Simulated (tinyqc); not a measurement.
Molecular dynamics of a small cluster by velocity Verlet steps: one step, computed by the program tinyqc.

E = sum_i {sum_j A exp(-p (r_ij/r0 - 1)) - xi sqrt(rho_i)}, rho_i = sum_j exp(-2 q (r_ij/r0 - 1)); the force on i is -sum_j w_ij (R_i - R_j)/r_ij with w_ij = -(2p/r0) A exp(-p (r_ij/r0 - 1)) + (xi q/r0) exp(-2 q (r_ij/r0 - 1)) (rho_i^(-1/2) + rho_j^(-1/2)).

Question. State at the start. Velocity Verlet: a = c F/M with c = 9.648533212e-3 angstrom/fs^2 per eV/(angstrom u); R(new) = R + v dt + a dt^2/2; v(new) = v + (a + a(new)) dt/2. Kinetic energy K = M v^2/(2c); temperature T = 2K/((3N - 3) k_B), rotation of the cluster included.

Inputs (values chosen for the exercise, for model atoms):

| quantity | value | unit |
|---|---|---|
| length r0 | 2.94 | angstrom |
| repulsion A | 0.19 | eV |
| hopping xi | 2.33 | eV |
| decay p | 11.9 | - |
| decay q | 3.36 | - |
| atomic mass M | 20.9 | u |
| time step dt | 0.78 | fs |

Potential: Gupta. Thermostat: none.

starting positions (angstrom):
```
           x      y     z
atom 1  0.01   0.02  0.04
atom 2  2.78  -0.05  0.01
atom 3  1.35   2.38  0.03
atom 4  1.35   0.77  2.22
```

starting velocities (angstrom/fs):
```
               x         y         z
atom 1   0.00019   0.00112  -0.00152
atom 2   0.00106   0.00107   0.00274
atom 3    0.0008   -0.0011   0.00041
atom 4  -0.00205  -0.00109  -0.00163
```

Constants: 1 eV/(angstrom u) = 9.648533212e-03 angstrom/fs^2; k_B = 8.617333262e-05 eV/K.

Give: forces; potential energy; kinetic energy; temperature.

Answer.

forces (eV/angstrom):
```
             x       y       z
atom 1   0.590   0.117  -0.184
atom 2  -1.272   0.870   0.432
atom 3   0.302  -1.035   0.190
atom 4   0.381   0.048  -0.438
```

potential energy = -15.12 eV

kinetic energy = 0.02539 eV

temperature = 65.47 K
